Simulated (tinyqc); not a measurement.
Scale length and barrier from the threshold roll-off.

Problem. For L well above Lambda the threshold falls by 2 m sqrt(A (A + Vds)) exp(-pi L/(2 Lambda)), A being the height of the source potential over the barrier top; the two values follow this form. Find Lambda and A.

Inputs (values chosen for the exercise):

| symbol | value | unit | meaning |
|---|---|---|---|
| m | 1.09 |  | long-channel body factor |
| Vds | 1 | V | drain voltage |

threshold lowering at L = 65 and 100 nm (mV): [41.260742, 7.6688897]

Answer. The ratio of the two values gives Lambda; the prefactor gives A (A + Vds), a quadratic with one positive root.

Lambda = 32.7 nm
A = 0.160 V

Program tinyqc, `OMP_NUM_THREADS=1 python tinyqc.py 2420074 2420075 out.jsonl`; Intel Xeon 2.30GHz, shared host, one thread, about 0.01 s.
